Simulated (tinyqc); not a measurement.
Speciation in dilute and buffered hydrofluoric acid, oxide etch rate and bath loading. Changing the HCl added. Computed by tinyqc, a small Python program. Command: `OMP_NUM_THREADS=1 python tinyqc.py 3121020 3121021 out.jsonl hfetch sweep`. One thread of a shared host (Intel(R) Xeon(R) Processor @ 2.30GHz), about 0.01 s of CPU time with the checks.

Concentrations stand for activities, NH4+ and Cl- are spectators, and water ionisation is neglected. H, F and HF2 denote the ions H+, F- and HF2-. The base temperature is 298 K.

Inputs (values chosen for the exercise, of the order of those for thermal oxide at room temperature):

| quantity | value | unit |
|---|---|---|
| HF added | 1.5 | mol/L |
| NH4F added | 0 | mol/L |
| K1 = [H][F]/[HF] | 0.000701 | mol/L |
| K2 = [HF2]/([HF][F]) | 4.52 | L/mol |
| K3 = [H2F2]/[HF]^2 | 2.84 | L/mol |
| rate constant of neutral HF k_a | 15 | nm L/(min mol) |
| rate constant of HF2 k_b | 59 | nm L/(min mol) |
| activation energy | 0.38 | eV |
| temperature error | 0.82 | K |
| oxide removed per wafer | 32 | nm |

Constants: k_B = 8.617333262e-05 eV/K.

Method:
- Fluoride balance: [HF] + [F] + 2 [HF2] + 2 [H2F2] = HF added + NH4F added. Acid balance: [H] + [HF] + [HF2] + 2 [H2F2] = HF added + HCl added. For a trial [H], [HF] = [H][F]/K1, and the fluoride balance is a quadratic in [F].
- The root is refined to 1e-13 in pH = -log10 [H].
- Rate = k_a ([HF] + 2 [H2F2]) + k_b [HF2], an empirical two-term form.
- Time = oxide/rate; a temperature error changes the rate by exp((E_a/k_B)(1/298 - 1/(298 + error))) - 1.

One run for each value:

| HCl added (mol/L) | etch rate (nm/min) | pH | [HF2] (mol/L) | share of HF2 in the rate (%) |
|---|---|---|---|---|
| 0.001 | 22.904 | 1.5227 | 0.019083 | 4.9157 |
| 0.0026 | 22.894 | 1.5107 | 0.018585 | 4.7894 |
| 0.0067 | 22.868 | 1.4803 | 0.017369 | 4.4811 |
| 0.017 | 22.812 | 1.4055 | 0.014699 | 3.8017 |
| 0.045 | 22.708 | 1.2234 | 0.009761 | 2.5362 |
| 0.12 | 22.599 | 0.8961 | 0.004642 | 1.2119 |
| 0.3 | 22.542 | 0.5186 | 0.001957 | 0.5121 |
| 0.77 | 22.516 | 0.1129 | 0.000770 | 0.2019 |
| 2 | 22.506 | -0.3011 | 0.000297 | 0.0779 |

What does the table show, and why?

Over the rows, etch rate (nm/min) falls from 22.90 to 22.51 (exponent d ln y / d ln x between -0.0049 and -4.7e-4); pH falls from 1.52 to -0.301; [HF2] (mol/L) falls from 0.0191 to 2.97e-4 (exponent d ln y / d ln x -0.028 between the first rows and -1.00 between the last). Added acid turns F and HF2 into neutral HF, the slower species in this rate law.

Caution (rows 0.770, 2.00): at ionic strengths above about 0.5 mol/L activities differ much from concentrations, so pH and rates are only indicative.
